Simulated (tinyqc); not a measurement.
# Changing the temperature T

Model: concentration-dependent dopant diffusion with charged defects and the built-in field. Computed by tinyqc, a small Python program. Command: `OMP_NUM_THREADS=1 python tinyqc.py 3015263 3015264 out.jsonl extrinsic sweep`. One thread of a shared host (Intel(R) Xeon(R) Processor @ 2.30GHz), about 0.4 s of CPU time with the checks.

A constant source C_s feeds a half space. The dopant moves through neutral point defects and through charged ones, whose number grows with the majority carrier density n.

Inputs (values chosen for the exercise, modelled on phosphorus in silicon):
```
quantity                        value    unit
neutral prefactor D0x            4.21  cm^2/s
neutral activation energy E0     3.65      eV
singly charged prefactor D01     4.96  cm^2/s
activation energy E1             4.02      eV
doubly charged prefactor D02     38.2  cm^2/s
activation energy E2             4.38      eV
surface concentration C_s     3.6e+18  1/cm^3
junction level C_B            6.9e+15  1/cm^3
time t                            140       s
```

Field enhancement: off.

Constants: k_B = 8.617333262e-05 eV/K.

Method:
- n_i = 3.87e16 T^1.5 exp(-7014/T) per cm^3 (T in kelvin, an empirical form); each D = prefactor x exp(-E/(k_B T)); the intrinsic diffusivity D_i is their sum.
- Temperatures in kelvin are T(C) + 273.15.
- n = C/2 + sqrt(C^2/4 + n_i^2); D(C) = h [Dx + D1 (n/n_i) + D2 (n/n_i)^2], h = 1.
- With y = x/sqrt(D_s t), u = C/C_s and q = -(D/D_s) du/dy: du/dy = -q D_s/D, dq/dy = -(y/2) q D_s/D, u(0) = 1. The surface flux q(0) is shot so that u tends to 0 (LSODA, an adaptive multistep solver, relative tolerance 1e-10). Dose Q = 2 q(0) C_s sqrt(D_s t).
- The junction lies where C = C_B.

One run for each value:
```
temperature T (C)  junction depth x_j (nm)  enhancement D_s/D_i  n_i (1/cm^3)  intrinsic diffusivity D_i (cm^2/s)
850                                   7.01               1.0314    2.8264e+18                          1.8161e-16
900                                  15.70               1.0254    3.9372e+18                          9.1174e-16
950                                  32.95               1.0212    5.3521e+18                          4.0164e-15
1000                                 65.28               1.0181    7.1191e+18                          1.5768e-14
1050                                122.90               1.0159    9.2883e+18                          5.5899e-14
1100                                221.10               1.0141    1.1910e+19                          1.8096e-13
1150                                381.95               1.0126    1.5037e+19                          5.4016e-13
```

Over the rows, junction depth x_j (nm) rises from 7.01 to 382; enhancement D_s/D_i falls from 1.031 to 1.013. The enhancement drops as T rises, because n_i grows relative to C_s.

Caution (rows 850): the built-in field is switched off although C_s exceeds n_i; with it D_s would be larger by the factor 1 + C_s/sqrt(C_s^2 + 4 n_i^2).
